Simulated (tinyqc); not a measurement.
Equal gaps, different models: fitting sp3s* parameters to three gaps by Newton steps.

sp3s* tight binding, nearest neighbours only: anion (a) at 0, cation (c) at a/4 (1,1,1), orbitals s, px, py, pz, s* on each; k in units of 2 pi/a. With phases e_j = exp(i (pi/2) k.n_j) for n = (1,1,1), (1,-1,-1), (-1,1,-1), (-1,-1,1): g0 = (e1+e2+e3+e4)/4, g1 = (e1+e2-e3-e4)/4, g2 = (e1-e2+e3-e4)/4, g3 = (e1-e2-e3+e4)/4. The diagonal holds the levels Esa, Epa, Exa (s*) and Esc, Epc, Exc. Anion-cation block: <sa|sc> = Vss g0; <sa|xc> = Vsapc g1; <xa|sc> = -Vscpa g1; <xa|xc> = Vxx g0; <xa|yc> = <ya|xc> = Vxy g3, <xa|zc> = <za|xc> = Vxy g2, <ya|zc> = <za|yc> = Vxy g1; <s*a|xc> = Vxapc g1; <xa|s*c> = -Vpaxc g1; y and z take g2 and g3 in place of g1; s-s* and s*-s* vanish.

Gaps are level 5 at Gamma, X = (1,0,0) and L = (1/2,1/2,1/2) less level 4 at Gamma; no spin-orbit coupling. Free parameters: Vss, Vsapc and Vpaxc. H is linear in them, so by Hellmann-Feynman J_ij = <u|dH/dp_j|u> for level 5 at point i less the same for level 4 at Gamma. Newton: p(new) = p + J^-1 (target - gaps); stop when all misses are below 1e-7 eV.

Constants: hbar^2/2m0 = 3.80998211 eV angstrom^2.

Inputs chosen for the exercise (out of a larger set: near a published set for GaP, fitted to gaps, whose masses and valley positions are rough; not measured data): p = (-8.183, 1.118, -2.194, 4.114, 8.444, 7.217, -7.432, 2.174, 5.188, 4.289, 6.289, 4.656, 5.111) eV (start, order Esa, Epa, Esc, Epc, Exa, Exc, Vss, Vxx, Vxy, Vsapc, Vscpa, Vxapc, Vpaxc); tg = (3.0611, 2.4614, 2.5296) eV (target gaps at Gamma, X, L); a = 5.452 angstrom (lattice constant).

The same three targets are met with other triples of free parameters (those for which Newton converges within 3 eV of the start). Not fitted: level 5 at K = (3/4,3/4,0) above Ev, the spacing of levels 6 and 5 at X, the depth of level 2 at X below Ev, the valence width at Gamma, and the mass c q^2/(E(q) - E(0)) of level 5 along [100], q = 0.002 (2 pi/a), c = hbar^2/2m0.

Unfitted results:

| free parameters | largest change (eV) | K (eV) | X spacing (eV) | level 2 at X (eV) | valence width (eV) | mass (m0) |
|---|---|---|---|---|---|---|
| start | 0.000 | 2.362 | 0.559 | 7.724 | 13.177 | 0.2549 |
| Vss, Vxapc, Vpaxc | 0.652 | 2.484 | 0.847 | 7.551 | 13.390 | 0.2890 |
| Esc, Vxapc, Vpaxc | 0.308 | 2.480 | 0.537 | 7.577 | 13.082 | 0.2809 |
| Vss, Vsapc, Vpaxc | 0.241 | 2.480 | 0.523 | 7.688 | 13.390 | 0.2787 |
| Esa, Vxapc, Vscpa | 0.661 | 2.480 | 0.514 | 7.828 | 12.729 | 0.2776 |
| Vss, Exa, Exc | 1.463 | 2.485 | 0.913 | 7.659 | 13.390 | 0.2890 |
| Esc, Vsapc, Exc | 0.789 | 2.472 | 0.270 | 7.604 | 13.082 | 0.2711 |

What can be read from this table?

All fitted rows have the same three gaps, yet they spread by 13 meV at K, 643 meV in the X spacing, 277 meV in level 2 at X, 661 meV in the valence width and 6.4 % in the mass. The smallest change of parameters, 0.241 eV, is that of Vss, Vsapc, Vpaxc. A fit fixes what it was given and leaves the rest to the choice of free parameters.

Computed by tinyqc, a small Python program: `OMP_NUM_THREADS=1 python tinyqc.py 1480424 1480425 out.jsonl` (the numbers bound the seed that draws the inputs); one thread of a shared host (Intel(R) Xeon(R) Processor @ 2.30GHz), about 0.1 s for the whole set of steps.
